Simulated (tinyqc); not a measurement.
Worked calculation: inverse iteration on a symmetric matrix. One step of it, computed by the program tinyqc.

Task: Step 1. solve (A - shift) w = v; v' = w/|w| with its largest component positive (the first on a tie); lambda = v'^T A v'.

A:
```
           1          2          3          4         5
1   0.928000  -0.204000   0.164000   0.444000  0.159000
2  -0.204000   1.745000  -0.888000  -0.683000  0.263000
3   0.164000  -0.888000   2.161000  -0.476000  0.036000
4   0.444000  -0.683000  -0.476000   3.572000  0.630000
5   0.159000   0.263000   0.036000   0.630000  3.621000
```

vector v at the start: 0.447214  0.447214  0.447214  0.447214  0.447214

shift = 1.090000

Give: vector after step 1; Rayleigh quotient after step 1.

Result:

vector after step 1: 0.6356  0.6450  0.3523  0.1203  -0.2034

Rayleigh quotient after step 1 = 0.8487
